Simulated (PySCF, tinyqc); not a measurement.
Worked calculation: MP2 on RHF in the sto-3g basis, for H3+, spin multiplicity 1. The lowest restricted solution is unstable here: a spin-polarised one lies 0.0043 hartree lower (PySCF). One step of it, computed by the program tinyqc.

Question. Second-order Moller-Plesset energy. E2 = sum_ijab (ia|jb) [2 (ia|jb) - (ib|ja)] / (e_i + e_j - e_a - e_b) over occupied i, j and virtual a, b; the opposite-spin part is (ia|jb)^2 / denominator, the rest is same-spin, and SCS-MP2 scales them by 6/5 and 1/3.

orbital energies (hartree): MO1 -0.866839, MO2 -0.322997, MO3 0.078376

Two-electron integrals over orbitals (pq|rs), unique and non-zero (hartree):
```
(11|11) 0.525940    (21|11) -0.010733   (21|21) 0.146091    (22|11) 0.451714
(22|21) 0.019462    (22|22) 0.523369    (31|11) 0.079424    (31|21) 0.003008
(31|22) -0.059414   (31|31) 0.145629    (32|11) 0.004558    (32|21) -0.139418
(32|22) -0.017139   (32|31) -0.012101   (32|32) 0.148737    (33|11) 0.534641
(33|21) -0.019233   (33|22) 0.466074    (33|31) 0.083745    (33|32) 0.013846
(33|33) 0.571146
```

Hartree-Fock energy = -1.14149148 hartree

Give: Terms; Pair energies; MP2 correlation energy; SCS-MP2 correlation energy; MP2 total energy.

Answer.

Terms:

| i | j | a | b | (ia\|jb) | (ib\|ja) | denominator | term |
|---|---|---|---|---|---|---|---|
| 1 | 1 | 2 | 2 | 0.1461 | 0.1461 | -1.0877 | -0.0196 |
| 1 | 1 | 3 | 3 | 0.1456 | 0.1456 | -1.8904 | -0.0112 |
| 1 | 1 | 3 | 2 | 0.0030 | 0.0030 | -1.4891 | -6.08e-06 |
| 1 | 1 | 2 | 3 | 0.0030 | 0.0030 | -1.4891 | -6.08e-06 |

Pair energies (hartree; pair i-j sums ij and ji):

| pair | opposite spin | same spin |
|---|---|---|
| 1-1 | -0.0309 | 0 |

MP2 correlation energy = -0.030853 hartree

SCS-MP2 correlation energy = -0.037023 hartree

MP2 total energy = -1.172344 hartree
